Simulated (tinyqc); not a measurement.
Comparisons within one model: polar nitride quantum well with polarisation fields. A value that a table varies takes the place of the one given here.

Growth along [0001]. e_par = (a_sub - a)/a, Ppz = 2 e_par (e31 - e33 C13/C33), P = Psp + Ppz in each layer; strain relaxation and the strain shift of the gaps are left out, although thick layers with more than about 1 % mismatch would relax.

In a periodic stack without free charge the potential drop over a period vanishes: F_w = (P_b - P_w) Lb/(eps0 (eps_w Lb + eps_b Lw)), F_b = -F_w Lw/Lb, eps0 = 8.8541878e-12 F/m; 1 MV/cm = 1e8 V/m = 0.01 V/angstrom.

Envelope functions on cells of 0.25 angstrom over barrier, well, barrier (widths Lb, Lw, Lb), psi = 0 beyond, psi'/m continuous (mean mass between points), c = hbar^2/2m0. With u(z) the integral of e F (F_w in the well, F_b = -F_w Lw/Lb in the barriers, 1 MV/cm = 0.01 V/angstrom), zero at the centre of the well, the electron sees u plus Vc in the barriers and the hole -u plus Vv. The transition is Eg + E_e + E_h; excitons are left out.

Constants: hbar^2/2m0 = 3.80998211 eV angstrom^2; hc = 1239.841984 eV nm.

Values chosen for the exercise (near those of an InGaN well in GaN; shifted at random, so the results belong to these values and not to a real crystal):

| symbol | value | unit | meaning |
|---|---|---|---|
| a_w | 3.264 | angstrom | lattice constant a, well |
| a_b | 3.189 | angstrom | lattice constant a, barrier |
| a_sub | 3.189 | angstrom | in-plane lattice constant of the stack |
| Psp_w | -0.0304 | C/m^2 | spontaneous polarisation |
| Psp_b | -0.0347 | C/m^2 | spontaneous polarisation |
| e31_w | -0.338 | C/m^2 |  |
| e31_b | -0.331 | C/m^2 |  |
| e33_w | 0.731 | C/m^2 |  |
| e33_b | 0.652 | C/m^2 |  |
| C_w | 0.286 |  | C13/C33 |
| C_b | 0.269 |  | C13/C33 |
| eps_w | 11.2 |  | dielectric constant |
| eps_b | 10.4 |  | dielectric constant |
| Lb | 125 | angstrom | barrier width |
| Eg | 2.63 | eV | gap of the well |
| Vc | 0.551 | eV | conduction offset |
| Vv | 0.259 | eV | valence offset |
| me | 0.173 | m0 | electron, well |
| meb | 0.2 | m0 | electron, barrier |
| mh | 1.63 | m0 | hole, everywhere |
| Ls | (10, 15, 20, 25, 30, 40, 50) | angstrom | well widths |
| Lw | 29 | angstrom | well width |

## Width of the well

Field, levels and overlap anew for each width.

Results:

| Lw (angstrom) | F_w (MV/cm) | E (eV) | E without field (eV) | overlap^2 | ln overlap^2 |
|---|---|---|---|---|---|
| 10 | -2.764 | 3.0104 | 3.0597 | 0.643 | -0.44 |
| 15 | -2.671 | 2.8347 | 2.9301 | 0.486 | -0.72 |
| 20 | -2.585 | 2.6922 | 2.8491 | 0.286 | -1.25 |
| 25 | -2.504 | 2.5687 | 2.7962 | 0.140 | -1.97 |
| 30 | -2.428 | 2.4565 | 2.7602 | 0.0577 | -2.85 |
| 40 | -2.289 | 2.2542 | 2.7159 | 0.00645 | -5.04 |
| 50 | -2.165 | 2.0736 | 2.6908 | 0.000462 | -7.68 |

How do the results move?

The red shift grows from 49 to 617 meV. The line drops below Eg between 20 and 25 angstrom, which a square well can never do. Over the last two rows dE/dLw = -18.1 meV per angstrom, against -|e F_w| = -21.6 in the last row; the field itself weakens by 22 % over the table, since a wider well shares the drop with the barrier. The overlap falls by a factor 1.39e+03.

## Screening the field

F_w = -2.4426 MV/cm

Carriers or a semipolar orientation reduce the field; here it is simply scaled in well and barrier.

Results:

| share of the field | F_w (MV/cm) | E (eV) | nm | overlap^2 | separation (angstrom) |
|---|---|---|---|---|---|
| 1.0 | -2.443 | 2.4783 | 500.3 | 0.070 | 19.2 |
| 0.8 | -1.954 | 2.5616 | 484.0 | 0.12 | 17.3 |
| 0.6 | -1.466 | 2.6362 | 470.3 | 0.22 | 15.0 |
| 0.4 | -0.977 | 2.6995 | 459.3 | 0.40 | 12.0 |
| 0.2 | -0.489 | 2.7467 | 451.4 | 0.70 | 7.6 |
| 0.0 | 0.000 | 2.7664 | 448.2 | 0.96 | 0.0 |

What can be read from the table?

Full screening shifts the line by -52.1 nm (+288 meV). The first fifth of the screening gives 83 meV and the last fifth 20 meV; a purely quadratic shift would give a ratio of 9, a linear one 1, and here it is 4.2.

## What each parameter does

Polarisation, field, levels and overlap anew. Each row changes one parameter from the base and keeps the others.

Results:

| case | F_w (MV/cm) | E (eV) | overlap^2 | red shift (meV) |
|---|---|---|---|---|
| base | -2.443 | 2.4783 | 0.070 | 288 |
| Lw = 25 angstrom | -2.504 | 2.5687 | 0.14 | 228 |
| Lb = 110 angstrom | -2.385 | 2.4893 | 0.075 | 277 |
| a_sub = 3.199 angstrom | -2.428 | 2.4809 | 0.071 | 286 |
| Psp_b = -0.0382 C/m^2 | -2.733 | 2.4254 | 0.050 | 341 |
| e33_w = 0.804 C/m^2 | -2.522 | 2.4640 | 0.063 | 302 |
| eps_w = 12.3 | -2.260 | 2.5103 | 0.087 | 256 |
| mh = 1.14 m0 | -2.443 | 2.4948 | 0.086 | 278 |
| Vc = 0.468 eV | -2.443 | 2.4620 | 0.061 | 298 |

What does this show?

The largest shifts from the base row, up to three for each result and ties (the steps differ in size, so this ranks the rows, not the parameters). F_w (MV/cm): Psp_b -0.290, eps_w +0.183, e33_w -0.080; unchanged at the printed digits by mh and Vc. E (eV): Lw +0.0904, Psp_b -0.0528, eps_w +0.0320. overlap^2: Lw +0.0699, Psp_b -0.0202, eps_w +0.0168. red shift (meV): Lw -61, Psp_b +53, eps_w -32.

(tinyqc, `OMP_NUM_THREADS=1 python tinyqc.py 1251627 1251628 out.jsonl`, Intel(R) Xeon(R) Processor @ 2.30GHz, 1 thread, shared host, about 0.05 s.)
